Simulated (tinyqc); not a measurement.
Binary melting diagram from solution models of liquid and solid: one step, computed by the program tinyqc.

x is the fraction of B. In a phase with interaction L: mu_A = G_A + R T ln(1 - x) + L x^2, mu_B = G_B + R T ln x + L (1 - x)^2. Melting: G(liquid) - G(solid) = H (1 - T/T_m) for each pure component.

Question. Tie line by Newton steps. Equal potentials: F_A = dG_A + R T ln[(1 - xl)/(1 - xs)] + L_L xl^2 - L_S xs^2 = 0, F_B = dG_B + R T ln(xl/xs) + L_L (1 - xl)^2 - L_S (1 - xs)^2 = 0. Newton steps from the ideal values with the exact Jacobian, halved if x would leave (0, 1); stop below 1e-12, residuals under 1e-7 shown as 0.

Inputs (values chosen for the exercise, modelled on Si-Ge):
```
quantity                value    unit
melting point T_A        1687       K
melting point T_B        1211       K
heat of melting H_A      50.4  kJ/mol
heat of melting H_B      36.6  kJ/mol
liquid interaction L_L    7.5  kJ/mol
solid interaction L_S     3.8  kJ/mol
```

Diagram: complete solid solution (lens).

T = 1415.68 K

Constants: R = 8.314462618 J/(mol K).

Give: Iteration; liquidus xl; solidus xs.

Answer.

Iteration:
```
step      xl      xs  F_A (kJ/mol)  F_B (kJ/mol)
1     0.7080  0.4186     3.093e+00    -6.450e-01
2     0.8339  0.4564    -1.427e+00    -7.796e-03
3     0.8044  0.4403    -1.556e-01     5.575e-03
4     0.8006  0.4385    -2.133e-03     5.936e-05
5     0.8005  0.4385    -4.167e-07             0
6     0.8005  0.4385             0             0
```

liquidus xl = 0.8005

solidus xs = 0.4385
